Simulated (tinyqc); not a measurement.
Transfer-length model of a contact: one step of the calculation.

A metal contact of length d and width W on a thin layer of the same width. The metal has no resistance, the sheet resistance under it equals Rsh, and current enters the layer at the front edge x = 0.

Problem. Straight-line fit. Pairs of such contacts at gaps L have R_T = Rsh L/W + 2 Rc. The values of R_T were made from Rsh and rc with a random scatter of 0.2 % and are treated as data. Least squares: slope = sum (L - mean L)(R_T - mean R_T)/sum (L - mean L)^2, intercept = mean R_T - slope mean L. Rsh = slope W, Rc = intercept/2, and A = Rc/slope is half the distance from the origin to the zero of the line.

Inputs (values chosen for the exercise):

| symbol | value | unit | meaning |
|---|---|---|---|
| W | 42 | um | contact width |

| gap | L (um) | R_T (ohm) |
|---|---|---|
| 1 | 3 | 187.69 |
| 2 | 4.9 | 231.09 |
| 3 | 8 | 299.83 |
| 4 | 13 | 411.91 |

Wanted: slope; intercept; Rsh; Rc; A.

Solution.

slope = 22.390 ohm/um
intercept = 120.86 ohm
Rsh = 940.38 ohm/sq
Rc = 60.431 ohm
A = 2.6990 um

Computed by the program tinyqc: `OMP_NUM_THREADS=1 python tinyqc.py 2760097 2760098 out.jsonl`, one thread of a shared Intel Xeon 2.30GHz, about 0.01 s for the whole run.
